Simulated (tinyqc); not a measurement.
Length of a polyene: Hueckel, PPP and singles CI along the polyenes. Computed by the program tinyqc. 

All-trans chains of carbon centres 1.40 angstrom apart:
```
parameter                               value
beta (eV), times 1 +/- alternation  -2.240000
alternation                                 0
W (eV)                              11.160000
gamma_rr (eV)                       11.330000
repulsion formula                          MN
```

Hueckel uses the same beta without repulsion; CIS keeps all single excitations and so misses the low, doubly excited 2Ag state. W is the valence ionisation energy of a centre, MN the Mataga-Nishimoto formula, f the oscillator strength.

Gaps and excitations (eV):
```
centres  Hueckel gap  PPP orbital gap  bright singlet (CIS)      f  lowest triplet (CIS)
2              4.480            9.871                 7.449  0.639                 1.511
4              2.769            7.511                 5.203  1.065                 0.710
6              1.994            6.302                 4.129  1.533                 0.355
8              1.556            5.559                 3.483  1.987                 0.160
10             1.275            5.055                 3.047  2.416                 0.038
12             1.080            4.690                 2.731  2.821                -0.043
```

The Hueckel gap tends to 4 x alternation x |beta| = 0.00 eV for long chains (zero without alternation, falling as 1/N). Exchange opens the PPP orbital gap, and the attraction of electron and hole brings the bright state 1.96 eV below it at 12 centres; the triplet lies 2.77 eV lower still. A negative triplet energy marks an unstable restricted solution.
